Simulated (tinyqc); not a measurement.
Which substrate gives the strongest standing wave: standing waves and exposure in a photoresist film.

Inputs chosen for the exercise: lam = 193 nm (vacuum wavelength); n1 = 1.713 (resist index); A = 0.14 1/micrometre (bleachable absorption (Dill A)); B = 1.03 1/micrometre (fixed absorption (Dill B)).

r12 = (N1 - Ns)/(N1 + Ns) with N1 = n1 + i (A + B) lam/(4 pi), lam in micrometres, and Ns = ns + i ks chosen for the exercise, each substrate thick; contrast 2|r|/(1 + |r|^2); the intensity at the interface relative to the forward wave is |1 + r12|^2.

Results:
```
case            ns     ks  |r12|^2  contrast  phase (degrees)  |1 + r12|^2
near polySi  0.980  2.185   0.4323     0.918           -110.6        0.970
near Cu      0.982  1.410   0.2658     0.815            -90.2        1.262
near W       1.307  3.034   0.5024     0.944           -127.6        0.637
near Si3N4   2.621  0.255   0.0467     0.413           -169.0        0.622
near Si      0.866  2.835   0.5850     0.965           -121.2        0.794
```

The strongest reflector is the case near Si (0.585) and the weakest near Si3N4 (0.0467). The intensity at the interface depends on the phase too: it is lowest for the case near Si3N4 (0.622, phase -169 degrees) and highest for near Cu (1.262); a strong reflector with a phase of 180 degrees would put a node there.

Computed by tinyqc, a small Python program: `OMP_NUM_THREADS=1 python tinyqc.py 1681324 1681325 out.jsonl` (the numbers bound the seed that draws the inputs); one thread of a shared host (Intel(R) Xeon(R) Processor @ 2.30GHz), about 0.01 s for the whole set of steps.
